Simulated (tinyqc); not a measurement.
Inside a calculation: six-band Luttinger-Kohn model with strain. Values are carried at full precision from step to step, so a last printed digit may differ when a step is redone from the rounded ones.

Constants: hbar^2/2m0 = 3.80998211 eV angstrom^2.

Inputs chosen for the exercise (near those of Si; the results hold for these values, not for the real material):
```
symbol  value               unit        meaning
C11     165.9               GPa
C12     64.2                GPa
C44     78.9                GPa
load    uniaxial [001]                  kind of stress
X       -1.77               GPa         stress
Dso     0.044               eV          spin-orbit splitting
g1      4.28                            Luttinger gamma1
g2      0.34                            gamma2
g3      1.44                            gamma3
av      2.47                eV          valence hydrostatic potential
b       -2.11               eV          tetragonal shear potential
d       -4.77               eV          trigonal shear potential
k       (-0.021, 0.042, 0)  1/angstrom  wave vector
kmax    0.08                1/angstrom  end of the path
```

## Strain from a uniaxial [001] stress

s11 = (C11 + C12)/((C11 - C12)(C11 + 2 C12)), s12 = -C12/((C11 - C12)(C11 + 2 C12)), s44 = 1/C44; exx = s11 sxx + s12 (syy + szz) and cyclic, exy = s44 sxy/2; tension is positive. A uniaxial stress X along the unit vector n is s_ij = X n_i n_j.

s11, s12, s44 (1/TPa): 7.6879  -2.1450  12.6743

strain tensor:
```
          x         y          z
x  0.003797  0.000000   0.000000
y  0.000000  0.003797   0.000000
z  0.000000  0.000000  -0.013608
```

The volume changes by -0.601 %; there is no shear in the cubic axes, so d does not enter.

## The terms P, Q, R, S at one k

P = c g1 k^2 - av tr(e); Q = c g2 (kx^2 + ky^2 - 2 kz^2) - (b/2)(exx + eyy - 2 ezz); R = c sqrt3 [-g2 (kx^2 - ky^2) + 2i g3 kx ky] + (sqrt3/2) b (exx - eyy) - i d exy; S = 2 c sqrt3 g3 (kx - i ky) kz - d (exz - i eyz); c = hbar^2/2m0, e the strain tensor (not engineering shear).

Form the four terms.

Terms (eV):
```
term            from k  from strain
P              0.03596      0.01486
Q              0.00286      0.03672
R     0.00297-0.01676i      0.00000
S              0.00000      0.00000
```

## The Hamiltonian

Six-band Luttinger-Kohn model in the basis |3/2,3/2>, |3/2,1/2>, |3/2,-1/2>, |3/2,-3/2>, |1/2,1/2>, |1/2,-1/2>, electron energies, zero at the top of the unstrained valence band. H = -[rows: (P+Q, -S, R, 0, -S/r2, r2 R); (-S*, P-Q, 0, R, -r2 Q, r32 S); (R*, 0, P-Q, S, r32 S*, r2 Q); (0, R*, S*, P+Q, -r2 R*, -S*/r2); (-S*/r2, -r2 Q, r32 S, -r2 R, P+Dso, 0); (r2 R*, r32 S*, r2 Q, -S/r2, 0, P+Dso)], r2 = sqrt(2), r32 = sqrt(3/2). Levels are twofold.

Each term is the sum of its two parts.

H(k) (eV):
```
                  3/2,3/2          3/2,1/2         3/2,-1/2         3/2,-3/2         1/2,1/2         1/2,-1/2
3/2,3/2           -0.0904                0  -0.0030+0.0168i                0               0  -0.0042+0.0237i
3/2,1/2                 0          -0.0112                0  -0.0030+0.0168i          0.0560                0
3/2,-1/2  -0.0030-0.0168i                0          -0.0112                0               0          -0.0560
3/2,-3/2                0  -0.0030-0.0168i                0          -0.0904  0.0042+0.0237i                0
1/2,1/2                 0           0.0560                0   0.0042-0.0237i         -0.0948                0
1/2,-1/2  -0.0042-0.0237i                0          -0.0560                0               0          -0.0948
```

## Levels and their make-up

Diagonalise H. The weights add +m and -m and are averaged over each pair; m is taken along z.

levels from the top, each twofold (eV): 0.0170  -0.0734  -0.1400

weights:
```
               top  second  third
|3/2,+-3/2>  0.002   0.741  0.257
|3/2,+-1/2>  0.805   0.036  0.159
|1/2,+-1/2>  0.193   0.223  0.583
```

The top pair is 80 % |3/2,+-1/2>, the second pair is 74 % |3/2,+-3/2> and the third pair is 58 % |1/2,+-1/2>.

## Band edges at k = 0
Diagonalise H at k = 0. The weights add +m and -m (m along z) and are averaged over each pair.

edges from the top (eV): 0.0473  -0.0516  -0.0843

weights at k = 0:
```
               top  second  third
|3/2,+-3/2>  0.000   1.000  0.000
|3/2,+-1/2>  0.807   0.000  0.193
|1/2,+-1/2>  0.193   0.000  0.807
```

The stress splits the top two pairs by 98.9 meV, 3.82 times kT at 300 K (25.85 meV); the third lies 131.5 meV below the top, against Dso = 44 meV without stress.

## The edges in closed form

With R = S = 0: P = -av tr(e), Q = -(b/2)(exx + eyy - 2 ezz), W = sqrt(Dso^2 + 2 Dso Q + 9 Q^2); E(HH) = -P - Q, E(LH) and E(SO) = -P + (Q - Dso +/- W)/2. Without the coupling to the split-off band E(LH) = -P + Q.

P = 0.01486 eV
Q = 0.03672 eV
W = 0.13155 eV

E(HH), E(LH), E(SO) (eV): -0.0516  0.0473  -0.0843

E(LH) without the coupling = 0.0219 eV

The light-hole edge is on top. The coupling raises the light-hole edge by 25.4 meV; to lowest order it is 2 Q^2/Dso = 61.3 meV, with |Q|/Dso = 0.83.

## Hole masses at the edges

Curvature at k = 0: m/m0 = -2 c h^2/(E(h u) + E(-h u) - 2 E(0)) with h = 0.0002 1/angstrom along the unit vector u.

Hole masses (m0):
```
direction    top  second  third
[110]      0.276   0.216  0.218
[1-10]     0.276   0.216  0.218
[100]      0.276   0.216  0.218
[001]      0.179   0.278  0.274
```

Of the directions listed, the top pair is lightest along [001] (0.179) and heaviest along [110], [1-10] and [100] (0.276). These masses hold only for hole energies well below the splitting of 99 meV.

## Bands along [110] and [001]

Six points from 0 to kmax in each direction.

Levels (eV):
```
direction  |k| (1/angstrom)      top   second    third  top, no stress  second, no stress
[110]                 0.000   0.0473  -0.0516  -0.0843          0.0000             0.0000
[110]                 0.016   0.0437  -0.0556  -0.0893         -0.0016            -0.0064
[110]                 0.032   0.0332  -0.0627  -0.1092         -0.0057            -0.0232
[110]                 0.048   0.0158  -0.0678  -0.1493         -0.0103            -0.0450
[110]                 0.064  -0.0082  -0.0721  -0.2087         -0.0147            -0.0710
[110]                 0.080  -0.0376  -0.0778  -0.2863         -0.0187            -0.1028
[001]                 0.000   0.0473  -0.0516  -0.0843          0.0000             0.0000
[001]                 0.016   0.0418  -0.0551  -0.0878         -0.0035            -0.0048
[001]                 0.032   0.0255  -0.0656  -0.0985         -0.0140            -0.0190
[001]                 0.048  -0.0017  -0.0832  -0.1164         -0.0316            -0.0418
[001]                 0.064  -0.0397  -0.1078  -0.1415         -0.0562            -0.0717
[001]                 0.080  -0.0883  -0.1394  -0.1740         -0.0878            -0.1075
```

## Checks

- Levels against the same model in the basis X, Y, Z times spin: they agree to 1e-10 or better.
- Closed-form edges against the diagonalisation: they agree to 1e-10 or better.

tinyqc: `OMP_NUM_THREADS=1 python tinyqc.py 1080677 1080678 out.jsonl`; about 0.2 s, one thread, shared Intel(R) Xeon(R) Processor @ 2.30GHz.
